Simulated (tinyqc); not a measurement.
Standing waves and exposure in a photoresist film: one step. Interface coefficients. Two cases, with inputs chosen for the exercise.

Question. Form N1, r01, t01 and r12.

Normal incidence from air. Unexposed resist: N1 = n1 + i k1 with k1 = (A + B) lam/(4 pi), lam in micrometres. r01 = (1 - N1)/(1 + N1), t01 = 2/(1 + N1). Below the resist lie the layer Na = na + i ka and the substrate Ns = ns + i ks: r12 = (r1a + ras x)/(1 + r1a ras x), x = exp(4 pi i Na da/lam), r1a = (N1 - Na)/(N1 + Na), ras = (Na - Ns)/(Na + Ns). With p = exp(2 pi i N1 d/lam), the field at depth z is E(z) = t01 [exp(2 pi i N1 z/lam) + r12 p^2 exp(-2 pi i N1 z/lam)]/(1 + r01 r12 p^2), the relative intensity I(z) = n1 |E(z)|^2 and the reflectance R = |(r01 + r12 p^2)/(1 + r01 r12 p^2)|^2.

Give: N1; r01; t01; r12; |r12|^2.

Case 1.

Values chosen (a resist on W, indices near tabulated ones; not measured data): lam = 365 nm (vacuum wavelength); n1 = 1.685 (resist index); A = 0.4 1/micrometre (bleachable absorption (Dill A)); B = 0.06 1/micrometre (fixed absorption (Dill B)); d = 847 nm (resist thickness); ns = 3.403 (substrate n); ks = 2.374 (substrate k); na = 1.732 (n of the bottom antireflection layer); ka = 0.266 (its k); da = 68 nm (its thickness).

Answer.

N1 = 1.68500+0.01336i
r01 = -0.2551-0.0037i
t01 = 0.7449-0.0037i
r12 = 0.0357+0.1685i
|r12|^2 = 0.0297

Next to the bottom the intensity swings by a factor ((1 + |r12|)/(1 - |r12|))^2 = 2.01 between antinode and node; without the layer |r12|^2 would be 0.2699.

Case 2.

Values chosen (a resist on Al, indices near tabulated ones; not measured data): lam = 193 nm (vacuum wavelength); n1 = 1.667 (resist index); A = 0.13 1/micrometre (bleachable absorption (Dill A)); B = 0.82 1/micrometre (fixed absorption (Dill B)); d = 211 nm (resist thickness); ns = 0.111 (substrate n); ks = 2.159 (substrate k); na = 1.78 (n of the bottom antireflection layer); ka = 0.332 (its k); da = 65 nm (its thickness).

Answer.

N1 = 1.66700+0.01459i
r01 = -0.2501-0.0041i
t01 = 0.7499-0.0041i
r12 = 0.1326-0.1826i
|r12|^2 = 0.0509

Next to the bottom the intensity swings by a factor ((1 + |r12|)/(1 - |r12|))^2 = 2.51 between antinode and node; without the layer |r12|^2 would be 0.8902.

Computed by tinyqc, one run a case: `OMP_NUM_THREADS=1 python tinyqc.py N N+1 out.jsonl` with N = 1680441, 1680608; one thread of a shared Intel(R) Xeon(R) Processor @ 2.30GHz, about 0.01 s a run at most.
